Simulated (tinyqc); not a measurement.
Width and zero-phonon weight against temperature: configuration-coordinate model of a defect: Huang-Rhys factor and luminescence line shape. Computed by tinyqc, a small Python program. Command: `OMP_NUM_THREADS=1 python tinyqc.py 3020455 3020456 out.jsonl ccline walk`. One thread of a shared host (Intel(R) Xeon(R) Processor @ 2.30GHz), about 0.02 s of CPU time with the checks.

Ground state E_g(Q) = (1/2) omega_g^2 Q^2; excited state E_e(Q) = E_0 + (1/2) omega_e^2 (Q - dQ)^2 with E_0 = E_ZPL - (hbar omega_e - hbar omega_g)/2. Q is mass-weighted; the dipole does not depend on Q (Condon approximation).

Inputs (values chosen for the exercise, for a model defect in a wide-gap host):
```
quantity,value,unit
zero-phonon energy E_ZPL,2.41,eV
displacement dQ,1.92,u^(1/2) angstrom
ground-state phonon hbar omega_g,21.7,meV
excited-state phonon hbar omega_e,19.7,meV
```

Modes: different frequencies.

Constants: hbar^2/u = 4.18015928e-03 eV angstrom^2; k_B = 8.617333262e-05 eV/K.

Method:
- S = hbar omega dQ^2/(2 hbar^2/u) for each state; relaxation energy S hbar omega; absorption at E_0 + S_e hbar omega_e, emission at E_0 - S_g hbar omega_g; the Stokes shift is their difference.
- Overlaps <m_e|n_g> of harmonic-oscillator functions (Hermite recursion, positive leading coefficients) by a sum over an even grid (700 points from x = -9 to 9 + d for the small table, 1500 points from -16 to 16 + d for the thermal sums), with x = Q sqrt(omega_g/hbar), d = sqrt(2 S_g) and frequency ratio omega_e/omega_g.
- Initial levels m = 0..24 carry Boltzmann weights exp(-m hbar omega_e/k_B T), normalised; final levels n = 0..79; a line lies at E_ZPL + m hbar omega_e - n hbar omega_g with weight w_m <m|n>^2. Moments are taken over these weights without the E^3 factor; FWHM = 2 sqrt(2 ln 2) x standard deviation; the zero-phonon weight is w_0 <0|0>^2, since the other m -> m lines are offset by m (hbar omega_e - hbar omega_g).
- For comparison: FWHM(0) sqrt(coth(hbar omega_e/2 k_B T)) with FWHM(0) from the first row, and exp(-S_g coth(hbar omega_e/2 k_B T)).

S_g = 9.56840

Against temperature:
```
T (K),mean energy (eV),FWHM (eV),coth law (eV),zero-phonon weight,exp(-S coth)
11,2.2023,0.16593,0.16593,1.1085e-04,6.9903e-05
34,2.2023,0.16613,0.16613,1.1072e-04,6.8312e-05
69,2.2022,0.17209,0.17209,1.0682e-04,3.3927e-05
110,2.2020,0.18819,0.18818,9.6978e-05,4.5249e-06
180,2.2015,0.22148,0.22144,7.9722e-05,3.9748e-08
270,2.2007,0.26253,0.26244,6.3315e-05,4.0245e-11
390,2.1997,0.31101,0.31083,4.9168e-05,2.6182e-15
```

The width grows by a factor 1.87, flat while k_B T is well below hbar omega and as sqrt(T) above; the coth law, exact only for equal frequencies, misses by at most 0.055 %. The mean energy moves by -2.6 meV because the frequencies differ. The zero-phonon weight goes from 1.11e-4 to 4.92e-5, against 6.99e-5 to 2.62e-15 for the exponential rule, which assumes many modes of equal frequency in both states.
